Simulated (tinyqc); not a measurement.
Correlation length: interface roughness in a thin film (subband fluctuation and scattering).

Square well of width t, barriers V0, c = hbar^2/2m0: E1 solves k t + 2 atan[(k/mz)/(kappa/mb)] = pi, k = sqrt(mz E/c), kappa = sqrt(mb (V0 - E)/c). One interface is rough, so the subband edge fluctuates by G dt with G = |dE1/dt| (central difference of 0.01 angstrom; 2 E1/t for hard walls).

Gaussian roughness spectrum S(q) = pi D^2 Lc^2 exp(-q^2 Lc^2/4). Degenerate gas, taken to fill one subband (the second starts to fill once c kF^2/md exceeds E2 - E1, which is not tested here): kF = sqrt(2 pi Ns/gv), q = 2 kF sin(theta/2), 1/tau = (md/(2 pi c hbar)) G^2 times the integral from 0 to pi of S(q)(1 - cos theta)/eps(q)^2 dtheta, eps(q) = 1 + qs/q with screening (qs = gv md q0/(c eps), q0 = e^2/(4 pi eps0), form factors left out, which overstates the screening; other scattering is left out too, so these values lie far above measured mobilities in all but the thinnest films) or 1 without; mobility = tau c2/md with c2 = e/m0 = 1.75882e15 cm^2/(V s^2); 1e12/cm^2 = 1e-4/angstrom^2.

Constants: hbar^2/2m0 = 3.80998211 eV angstrom^2; hbar = 6.58211957e-16 eV s; e^2/(4 pi eps0) = 14.39964547 eV angstrom.

Values chosen for the exercise (near those of a thin InGaAs channel; shifted at random, so the results belong to these values and not to a real crystal):

| symbol | value | unit | meaning |
|---|---|---|---|
| t | 50 | angstrom | film thickness |
| mz | 0.046 | m0 | confinement mass |
| V0 | 1.93 | eV | barrier |
| mb | 0.24 | m0 | barrier mass |
| md | 0.046 | m0 | mass in the plane |
| gv | 1 |  | valleys |
| D | 2.8 | angstrom | rms height of the roughness |
| Ns | 1.1 | x 1e12/cm^2 | sheet density |
| eps | 11 |  | mean dielectric constant at the channel |
| Ll | (5, 10, 16, 25, 40, 65, 100) | angstrom | correlation lengths |

Fixed D; bare and screened mobility.

Results:

| Lc (angstrom) | kF Lc | bare mobility (cm^2/(V s)) | screened mobility (cm^2/(V s)) |
|---|---|---|---|
| 5 | 0.13 | 5.12e+05 | 9.55e+05 |
| 10 | 0.26 | 1.33e+05 | 2.49e+05 |
| 16 | 0.42 | 5.63e+04 | 1.06e+05 |
| 25 | 0.66 | 2.78e+04 | 5.26e+04 |
| 40 | 1.05 | 1.74e+04 | 3.38e+04 |
| 65 | 1.71 | 1.93e+04 | 4.20e+04 |
| 100 | 2.63 | 3.49e+04 | 1.01e+05 |

What does the comparison show?

The bare mobility is lowest at Lc = 40 angstrom of those listed (kF Lc = 1.05). The screened mobility is lowest at Lc = 40 angstrom of those listed (kF Lc = 1.05). Short roughness averages out (mobility as 1/Lc^2; the first two rows give exponent -1.94), and long roughness deflects only by small angles (bare mobility rising as Lc; the last two rows give 1.37).

(tinyqc, `OMP_NUM_THREADS=1 python tinyqc.py 1281982 1281983 out.jsonl`, Intel(R) Xeon(R) Processor @ 2.30GHz, 1 thread, shared host, about 0.02 s.)
